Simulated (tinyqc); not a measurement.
Carrier statistics of a doped semiconductor with parabolic bands, step by step. Values are carried at full precision from step to step, so a last printed digit may differ when a step is redone from the rounded ones.

Constants: kB = 8.617333262e-05 eV/K; hbar^2/2m0 = 3.80998211 eV angstrom^2.

Parameters, chosen for this exercise (near those of GaAs; shifted at random, so the results belong to these values and not to a real crystal):

| symbol | value | unit | meaning |
|---|---|---|---|
| Eg0 | 1.532 | eV | gap at 0 K |
| al | 0.00055 | eV/K | Varshni alpha |
| be | 205 | K | Varshni beta |
| T | 77 | K |  |
| ml | 0.0666 | m0 | longitudinal electron mass |
| mt | 0.0666 | m0 | transverse electron mass |
| Mv | 1 |  | equivalent valleys |
| mhh | 0.487 | m0 | heavy-hole mass |
| mlh | 0.0814 | m0 | light-hole mass |
| ND | 2.3e+14 | 1/cm^3 | donors |
| NA | 6.2e+15 | 1/cm^3 | acceptors |
| ED | 0.00581 | eV | donor level below Ec |
| EA | 0.0266 | eV | acceptor level above Ev |

## Gap and thermal energy

Eg(T) = Eg0 - al T^2/(T + be) (Varshni).

Eg = 1.520436 eV
kT = 0.0066353 eV

The gap has shrunk by 11.6 meV from 0 K and is 229.1 kT wide.

## Effective densities of states

m_de = Mv^(2/3) (ml mt^2)^(1/3); m_dh = (mhh^(3/2) + mlh^(3/2))^(2/3); N = 2 (m kB T/(4 pi c))^(3/2) with c = hbar^2/2m0, in 1/angstrom^3; times 1e24 for 1/cm^3.

m_de = 0.0666 m0
m_dh = 0.5089 m0
Nc = 5.60838e+16 1/cm^3
Nv = 1.18475e+18 1/cm^3

The light holes supply 6.4 % of Nv, and Nc/Nv = 0.0473.

## Intrinsic density and level

With Boltzmann statistics ni = sqrt(Nc Nv) exp(-Eg/2kT) and Ei = Eg/2 + (kT/2) ln(Nv/Nc), counted from Ev.

ni = 4.50e-33 1/cm^3
Ei = 0.7703 eV

Ei lies 10.1 meV above midgap, towards the band with the smaller density of states.

## Neutrality by bisection

Energies are counted from Ev, so Ec = Eg. n = Nc F_1/2((EF - Eg)/kT), p = Nv F_1/2(-EF/kT), ND+ = ND/(1 + 2 exp((EF - Eg + ED)/kT)), NA- = NA/(1 + 4 exp((EA - EF)/kT)); neutrality asks p + ND+ = n + NA-. F_j(eta) = (1/Gamma(j + 1)) integral_0^infinity x^j dx/(1 + exp(x - eta)), which tends to exp(eta) for eta << 0.

Start from the bracket [-0.2 eV, Eg + 0.2 eV]; at the midpoint EF take the sign of p + ND+ - n - NA-; where it is positive EF must rise. Fourteen steps are shown.

Bisection (eV, 1/cm^3):

| step | low | high | EF | n | p | ND+ | NA- | sign |
|---|---|---|---|---|---|---|---|---|
| 1 | -0.20000 | 1.72044 | 0.76022 | 9.80e-34 | 2.07e-32 | 2.30e+14 | 6.20e+15 | - |
| 2 | -0.20000 | 0.76022 | 0.28011 | 3.69e-65 | 0.550 | 2.30e+14 | 6.20e+15 | - |
| 3 | -0.20000 | 0.28011 | 0.04005 | 7.17e-81 | 2.83e+15 | 2.30e+14 | 4.06e+15 | - |
| 4 | -0.20000 | 0.04005 | -0.07997 | 9.99e-89 | 3.76e+19 | 2.30e+14 | 1.64e+08 | + |
| 5 | -0.07997 | 0.04005 | -0.01996 | 8.46e-85 | 5.33e+18 | 2.30e+14 | 1.39e+12 | + |
| 6 | -0.01996 | 0.04005 | 0.01005 | 7.79e-83 | 2.42e+17 | 2.30e+14 | 1.25e+14 | + |
| 7 | 0.01005 | 0.04005 | 0.02505 | 7.47e-82 | 2.69e+16 | 2.30e+14 | 1.02e+15 | + |
| 8 | 0.02505 | 0.04005 | 0.03255 | 2.31e-81 | 8.75e+15 | 2.30e+14 | 2.36e+15 | + |
| 9 | 0.03255 | 0.04005 | 0.03630 | 4.07e-81 | 4.98e+15 | 2.30e+14 | 3.22e+15 | + |
| 10 | 0.03630 | 0.04005 | 0.03818 | 5.40e-81 | 3.75e+15 | 2.30e+14 | 3.65e+15 | + |
| 11 | 0.03818 | 0.04005 | 0.03912 | 6.22e-81 | 3.26e+15 | 2.30e+14 | 3.86e+15 | - |
| 12 | 0.03818 | 0.03912 | 0.03865 | 5.80e-81 | 3.50e+15 | 2.30e+14 | 3.76e+15 | - |
| 13 | 0.03818 | 0.03865 | 0.03841 | 5.60e-81 | 3.62e+15 | 2.30e+14 | 3.70e+15 | + |
| 14 | 0.03841 | 0.03865 | 0.03853 | 5.70e-81 | 3.56e+15 | 2.30e+14 | 3.73e+15 | + |

Each step halves the bracket, which is 0.234 meV wide at the last row.

## The neutral state

Solve the neutrality condition for EF to convergence.

EF = 0.0386 eV
n = 5.76e-81 1/cm^3
p = 3.52e+15 1/cm^3
ND+ = 2.30e+14 1/cm^3
NA- = 3.75e+15 1/cm^3

The material is p-type; 60.4 % of the acceptors are ionised. EF lies 5.82 kT inside the gap from the valence edge, so Boltzmann statistics would serve; n p/(Nc Nv exp(-Eg/kT)) = 0.999.

## Checks

- F_1/2(1) by the trapezoid rule against adaptive quadrature: both 1.575641.
- Positive against negative charge at the solution (1/cm^3): both 3.74685e+15.

tinyqc: `OMP_NUM_THREADS=1 python tinyqc.py 1652126 1652127 out.jsonl`; about 0.01 s, one thread, shared Intel(R) Xeon(R) Processor @ 2.30GHz.
